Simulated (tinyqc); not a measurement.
Ballistic conductance of a hard-wall strip of a two-dimensional electron gas by counting modes: two steps of the calculation.

Subband edges E_n = C (n pi/W)^2/m, n = 1, 2, ...; C = hbar^2/(2 m0). Every mode transmits fully; spin gives the factor 2 in 2 q^2/h, valleys the factor gv.

Values chosen for this exercise:

| symbol | value | unit | meaning |
|---|---|---|---|
| T | 4 | K | temperature |
| m | 0.18 | m0 | mass |
| gv | 1 |  | valleys |
| Ef | 0.238 | eV | Fermi energy above the 2D band edge |
| W | 19 | nm | width |
| Et | 0.297 | eV | highest subband edge listed |

Constants: q = 1.602176634e-19 C, kB = 1.380649e-23 J/K, hbar = 1.054571817e-34 J s, h = 6.62607015e-34 J s, m0 = 9.1093837015e-31 kg, Vt = kB T/q, hbar^2/(2 m0) = 0.0380998212 eV nm^2. Results are converted to the units shown.

Problem 1. Subband edges and their occupation. List the edges below Et; each adds its degeneracy times f = 1/(1 + exp((E_n - Ef)/Vt)) to the thermal mode count.

Wanted: edge; degeneracy; f.

Solution 1.

edge, mode 1 to 7 (eV): [0.00579, 0.02315, 0.05208, 0.09259, 0.14467, 0.20833, 0.28356]
degeneracy, mode 1 to 7: [1, 1, 1, 1, 1, 1, 1]
f, mode 1 to 7: [1.0000, 1.0000, 1.0000, 1.0000, 1.0000, 1.0000, 0.0000]

Problem 2. Conductance and ballistic resistance. G = (2 q^2/h) gv M; at zero temperature M counts the edges below Ef, at T it is the sum of degeneracy times f. The smooth (Sharvin) count is kF W/pi, kF = sqrt(m Ef/C), and with the boundary term kF W/pi - 1/2. The sum runs over the edges listed.

edge, mode 1 to 7 (eV): [0.00578686, 0.02314744, 0.05208174, 0.09258976, 0.14467150, 0.20832696, 0.28355614]
degeneracy, mode 1 to 7: [1, 1, 1, 1, 1, 1, 1]
f, mode 1 to 7: [1.0000000, 1.0000000, 1.0000000, 1.0000000, 1.0000000, 1.0000000, 0.0000000]

Give: M at zero temperature; M at T; G; resistance 1/G; smooth count.

Solution 2.

M at zero temperature = 6
M at T = 6.0000
G = 464.89 uS
resistance 1/G = 2.1511 kohm
smooth count = 6.4131

The smooth count is 6.9 % above M at T. With the boundary term it is 5.91.

Program tinyqc, `OMP_NUM_THREADS=1 python tinyqc.py 2740124 2740125 out.jsonl`; Intel Xeon 2.30GHz, shared host, one thread, about 0.07 s.
